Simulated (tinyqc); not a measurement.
From results back to parameters: static screening by free carriers. Three cases, with inputs chosen for the exercise.

Problem. At zero temperature the gas shows Friedel oscillations of period pi/kF and a Thomas-Fermi length 1/qTF; n and m are hidden.

kF = (3 pi^2 n/Mv)^(1/3), EF = c kF^2/m with c = hbar^2/2m0, n in 1/angstrom^3 (1e-24 per 1/cm^3), e2 = e^2/(4 pi eps0). Thomas-Fermi: qTF^2 = 6 pi e2 n/(eps EF). Debye: qD^2 = 4 pi e2 n/(eps kB T).

Constants: hbar^2/2m0 = 3.80998211 eV angstrom^2; e^2/(4 pi eps0) = 14.39964547 eV angstrom.

Case 1.

Values chosen (out of a larger set: near those of Ge; not measured data): Mv = 4 (valleys); eps = 15.8 (background dielectric constant).

period = 104.223 angstrom
1/qTF = 15.7699 angstrom

Case 2.

Values chosen (out of a larger set: a free-electron density near that of Al; not measured data): Mv = 1 (valleys); eps = 1 (background dielectric constant).

period = 1.81206 angstrom
1/qTF = 0.489617 angstrom

Case 3.

Values chosen (out of a larger set: near those of GaN; not measured data): Mv = 1 (valleys); eps = 9.32 (background dielectric constant).

period = 402.998 angstrom
1/qTF = 50.4792 angstrom

Find: kF; n; m.

Solution. kF = pi/period and n = Mv kF^3/(3 pi^2); qTF^2 = 2 e2 Mv m kF/(pi eps c) then gives m.

Case 1.

kF = 0.03014 1/angstrom
n = 3.70e+18 1/cm^3
m = 0.219 m0

Case 2.

kF = 1.734 1/angstrom
n = 1.76e+23 1/cm^3
m = 1.000 m0

Case 3.

kF = 0.007796 1/angstrom
n = 1.60e+16 1/cm^3
m = 0.195 m0

Computed by tinyqc, one run a case: `OMP_NUM_THREADS=1 python tinyqc.py N N+1 out.jsonl` with N = 1682252, 1682253, 1682324; one thread of a shared Intel(R) Xeon(R) Processor @ 2.30GHz, about 0.01 s a run at most.
